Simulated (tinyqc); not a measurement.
Trapped share and trap depth from dynamic on-resistance.

Problem. Traps remove the share ft of the electrons in the drain access (length Ld, sheet resistance Rsh before stress), so Ron grows by Rsh Ld ft/(1 - ft). The recovery time goes as T^(-2) exp(q Ea/(kB T)). Find ft and Ea.

Inputs (values chosen for the exercise):

| symbol | value | unit | meaning |
|---|---|---|---|
| Ld | 12 | um | drain access length |

Constants: q = 1.602176634e-19 C, kB = 1.380649e-23 J/K. Results are converted to the units shown.

Ron before and just after an off-state stress (ohm mm): 3.4748767  5.7047573
Rsh = 236.50248 ohm
recovery times at 340 and 370 K (s): 5.2  1.1006020

Solution. The rise of Ron over Rsh Ld is ft/(1 - ft); ln(t T^2) is linear in 1/T.

ft = 0.4400
Ea = 0.5000 eV

Program tinyqc, `OMP_NUM_THREADS=1 python tinyqc.py 2570017 2570018 out.jsonl`; Intel Xeon 2.30GHz, shared host, one thread, about 0.03 s.
